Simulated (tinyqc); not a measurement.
Geometry relaxation of a small cluster: one step, computed by the program tinyqc.

E = sum_i {sum_j A exp(-p (r_ij/r0 - 1)) - xi sqrt(rho_i)}, rho_i = sum_j exp(-2 q (r_ij/r0 - 1)); the force on i is -sum_j w_ij (R_i - R_j)/r_ij with w_ij = -(2p/r0) A exp(-p (r_ij/r0 - 1)) + (xi q/r0) exp(-2 q (r_ij/r0 - 1)) (rho_i^(-1/2) + rho_j^(-1/2)).

Problem. Energy and forces at the start. Evaluate E and the forces at the starting positions.

Inputs (values chosen for the exercise, for model atoms):

| quantity | value | unit |
|---|---|---|
| length r0 | 2.38 | angstrom |
| repulsion A | 0.2 | eV |
| hopping xi | 2.41 | eV |
| decay p | 10.4 | - |
| decay q | 2.99 | - |

Potential: Gupta. Method: steepest descent.

starting positions (angstrom):
```
           x      y      z
atom 1  0.08  -0.11   0.22
atom 2   2.2  -0.12      0
atom 3  1.09    1.9  -0.05
atom 4  1.27   0.51   1.84
atom 5  1.13    0.5  -1.81
```

Give: distances; energy at the start; forces.

Solution.

distances (angstrom): 1-2 2.131, 1-3 2.266, 1-4 2.104, 1-5 2.365, 2-3 2.305, 2-4 2.156, 2-5 2.192, 3-4 2.353, 3-5 2.249, 4-5 3.653

energy at the start = -20.40 eV

forces (eV/angstrom):
```
             x       y       z
atom 1  -0.402   0.528  -1.329
atom 2   0.264   0.622  -0.500
atom 3   0.162  -2.153   0.161
atom 4   0.240   0.804  -0.227
atom 5  -0.264   0.199   1.895
```
